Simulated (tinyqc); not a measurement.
# Inputs raised by 5 %, one at a time

Model: hydrogen passivation of interface dangling bonds: competing passivation and dissociation with distributed barriers. Computed by tinyqc, a small Python program. Command: `OMP_NUM_THREADS=1 python tinyqc.py 3003211 3003212 out.jsonl passiv sens`. One thread of a shared host (Intel(R) Xeon(R) Processor @ 2.30GHz), about 0.06 s of CPU time with the checks.

P_b + H2 gives P_bH + H at the rate k_f [H2]; P_bH gives P_b + H at the rate k_d. All defects start unpassivated. E_f and E_d are Gaussian and independent.

Inputs (values chosen for the exercise, close to those used for P_b centres at the silicon-oxide interface):

| quantity | value | unit |
|---|---|---|
| defect density N0 | 3.4e+12 | 1/cm^2 |
| passivation prefactor k_f0 | 2.7e-07 | cm^3/s |
| mean passivation barrier E_f | 1.66 | eV |
| spread sigma_f | 0.059 | eV |
| dissociation prefactor k_d0 | 1e+13 | 1/s |
| mean dissociation barrier E_d | 2.85 | eV |
| spread sigma_d | 0.065 | eV |
| H2 in the oxide per atm, solubility factor | 8.6e+17 | 1/(cm^3 atm) |
| hydrogen pressure p | 0.1 | atm |
| anneal temperature T | 200 | C |
| anneal time t | 730 | s |
| oxide thickness | 17 | nm |

Constants: k_B = 8.617333262e-05 eV/K; e = 1.602176634e-19 C; eps_0 = 8.8541878128e-12 F/m.

Method:
- [H2] = solubility factor x p; a = k_f0 [H2] exp(-E_f/(k_B T)), d = k_d0 exp(-E_d/(k_B T)). For one pair of barriers the active share is y = [d + a exp(-(a + d) t)]/(a + d).
- Temperatures in kelvin are T(C) + 273.15.
- Average y over both Gaussians with 40 x 40 Gauss-Hermite points.
- Active density N0 y; threshold shift if each active defect holds one charge, e N0 y t_ox/(3.9 eps_0).
- Minimise the averaged y over T between 150 and 900 C: find where ln y is equal at T - 0.05 and T + 0.05 C; T is rounded to 0.1 C.

Runs:

| input moved | from | to | active share y | active share, single barriers | least active share | threshold shift (mV) |
|---|---|---|---|---|---|---|
| base run | - | - | 0.99990 | 0.99996 | 1.5269e-05 | 2681.5 |
| passivation prefactor k_f0 (cm^3/s) | 2.7e-07 | 2.835e-07 | 0.99989 | 0.99996 | 1.4266e-05 | 2681.5 |
| mean passivation barrier E_f (eV) | 1.66 | 1.743 | 0.99999 | 1.00000 | 8.4462e-05 | 2681.8 |
| dissociation prefactor k_d0 (1/s) | 1e+13 | 1.05e+13 | 0.99990 | 0.99996 | 1.5946e-05 | 2681.5 |
| spread sigma_d (eV) | 0.065 | 0.06825 | 0.99990 | 0.99996 | 1.5970e-05 | 2681.5 |
| hydrogen pressure p (atm) | 0.1 | 0.105 | 0.99989 | 0.99996 | 1.4266e-05 | 2681.5 |
| anneal time t (s) | 730 | 766.5 | 0.99989 | 0.99996 | 1.4898e-05 | 2681.5 |

Exponents ln(y'/y) / ln(x'/x):

| input | active share y | active share, single barriers | least active share | threshold shift |
|---|---|---|---|---|
| passivation prefactor k_f0 | 0.000 | 0.000 | -1.393 | 0.000 |
| mean passivation barrier E_f | 0.002 | 0.001 | 35.057 | 0.002 |
| dissociation prefactor k_d0 | 0.000 | 0.000 | 0.889 | 0.000 |
| spread sigma_d | 0.000 | 0.000 | 0.920 | 0.000 |
| hydrogen pressure p | 0.000 | 0.000 | -1.393 | 0.000 |
| anneal time t | 0.000 | 0.000 | -0.504 | 0.000 |

Which inputs matter most for each result?

Among the inputs moved here: active share y hardly depends on these (all exponents below 0.005). Active share, single barriers hardly depends on these (all exponents below 0.005). Least active share answers most in size to mean passivation barrier E_f (exponent +35.057), next to passivation prefactor k_f0 (-1.393). Threshold shift hardly depends on these (all exponents below 0.005).

Caution (all rows): a least active share below 1e-3 is a property of the model; measured passivation levels off well above it. Caution (all rows): atomic hydrogen, which both passivates and depassivates, and further passivation during cooling are left out.

Extremes, crossings and ranges named in words are read from the listed rows.
